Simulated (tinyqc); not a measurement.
Deformation potentials from a strained empirical pseudopotential: sweeps and comparisons. A value that a table varies takes the place of the one given here.

Diamond lattice, no spin-orbit coupling. Atomic form factor V(q) = a1 (q^2 - a2)/(a3 exp(a4 q^2) - 1) in rydberg with q in 1/bohr, for the unstrained cell. Under a strain e the reciprocal vectors and k go over into (1 + e)^(-1) G, the atoms sit at +/- tau with tau = (1 + e) a (1,1,1)/8 - zeta a (eyz, ezx, exy)/4, and H(G,G') = c |k + G|^2 delta + (V(q)/det(1 + e)) cos(q.tau), q = G - G', with the term q = 0 left out; c = hbar^2/2m0. The basis is fixed before straining: all G with |k + G|^2 up to 16 (2 pi/a)^2. k is given in units of 2 pi/a of the unstrained cell.

Constants: hbar^2/2m0 = 3.80998211 eV angstrom^2; Ry = 13.60569312 eV; a0 (Bohr radius) = 0.5291772105 angstrom.

Inputs chosen for the exercise (near those of Si; the results hold for these values, not for the real material): a = 5.437 angstrom (lattice constant); A = (0.543, 2.171, 2.073, 0.483) (a1 (Ry bohr^2), a2 (1/bohr^2), a3, a4 (bohr^2)); h = 0.005 (size of the test strain); kD = 0.82 2 pi/a (position of the Delta minimum); a1 = 0.543; a2 = 2.171; a3 = 2.073; a4 = 0.483.

## The internal displacement

Xu of L (level 5, the lowest empty one) and d from exy = eyz = ezx = h for several zeta: Xu = [E(L [111]) - E(L [1-1-1])]/((8/3) h), d = (single valence level - pair)/(3 sqrt(3) h). zeta = 0 strains the bonds with the lattice; zeta = 1 keeps all four bond lengths equal to first order.

Results:

| zeta | Xu (L) (eV) | d (eV) |
|---|---|---|
| 0.00 | 11.23 | 0.73 |
| 0.25 | 11.56 | -1.60 |
| 0.50 | 11.91 | -3.92 |
| 0.60 | 12.06 | -4.85 |
| 0.75 | 12.28 | -6.25 |
| 1.00 | 12.68 | -8.57 |

From zeta = 0 to 1, d goes from 0.73 to -8.57 eV and Xu (L) from 11.23 to 12.68 eV, both nearly linearly: the displacement is an optical-phonon mode, and d = d(0) - zeta d0/4 gives its deformation potential d0 = 37 eV. Leaving the relaxation out (zeta = 0 for 0.5) moves d by +4.66 eV, which reverses its sign, and Xu (L) by -0.68 eV. Tetragonal strain has no such freedom.

## Size of the test strain

e = diag(-h/2, -h/2, h). Xu = [E(Delta z) - E(Delta x)]/(1.5 h) at fixed kD, b = [E(Z) - E(X, Y)]/(4.5 h); one-sided from +h alone, central from +h and -h.

Results (eV):

| h | Xu one-sided | Xu central | b one-sided | b central |
|---|---|---|---|---|
| 0.0010 | 8.016 | 8.022 | -3.285 | -3.281 |
| 0.0025 | 8.009 | 8.022 | -3.291 | -3.281 |
| 0.0050 | 7.996 | 8.022 | -3.302 | -3.281 |
| 0.0100 | 7.972 | 8.023 | -3.322 | -3.282 |
| 0.0200 | 7.925 | 8.027 | -3.363 | -3.282 |
| 0.0300 | 7.880 | 8.034 | -3.404 | -3.283 |

From h = 0.001 to 0.03 the one-sided Xu drifts by -0.137 eV and the central one by +0.012 eV; for b the drifts are -0.118 and -0.002 eV. The central difference cancels the term of second order in the strain, so its error goes as h^2. At h = 0.02 the linear law errs by 1.2 % for the valley splitting and 2.5 % for the valence splitting.

## What each parameter of the potential does

Gaps from the valence top to level 8 at Gamma and level 5 at (kD,0,0) and L, and their deformation potentials [E(+h) - E(-h)]/(3 ln((1 + h)/(1 - h))) for e = +/- h 1, h = 0.002. The row for the lattice constant keeps V(q) without the volume factor, so it is not a strain. Each row changes one parameter from the base and keeps the others.

Results:

| case | Gamma (eV) | Delta (eV) | L (eV) | potential Gamma (eV) | potential Delta (eV) | potential L (eV) |
|---|---|---|---|---|---|---|
| base | 4.297 | 1.180 | 2.108 | -8.96 | 2.57 | -2.00 |
| a = 5.383 angstrom | 4.418 | 0.884 | 2.007 | -8.66 | 2.88 | -1.82 |
| a1 = 0.548 | 4.340 | 1.247 | 2.158 | -9.04 | 2.56 | -2.01 |
| a2 = 2.193 | 4.181 | 1.256 | 2.106 | -9.04 | 2.52 | -2.03 |
| a3 = 2.052 | 4.347 | 1.276 | 2.175 | -9.06 | 2.58 | -2.00 |
| a4 = 0.488 | 4.202 | 1.093 | 2.032 | -8.79 | 2.65 | -1.92 |

The largest shifts from the base row, up to three for each result and ties (the steps differ in size, so this ranks the rows, not the parameters). Gamma (eV): a +0.121, a2 -0.116, a4 -0.095. Delta (eV): a -0.296, a3 +0.096, a4 -0.087. L (eV): a -0.101, a4 -0.076, a3 +0.067. potential Gamma (eV): a +0.30, a4 +0.17, a3 -0.09. potential Delta (eV): a +0.30, a4 +0.08, a2 -0.06. potential L (eV): a +0.17, a4 +0.08, a2 -0.04; unchanged at the printed digits by a3.

tinyqc: `OMP_NUM_THREADS=1 python tinyqc.py 1851266 1851267 out.jsonl`; about 0.2 s, one thread, shared Intel(R) Xeon(R) Processor @ 2.30GHz.
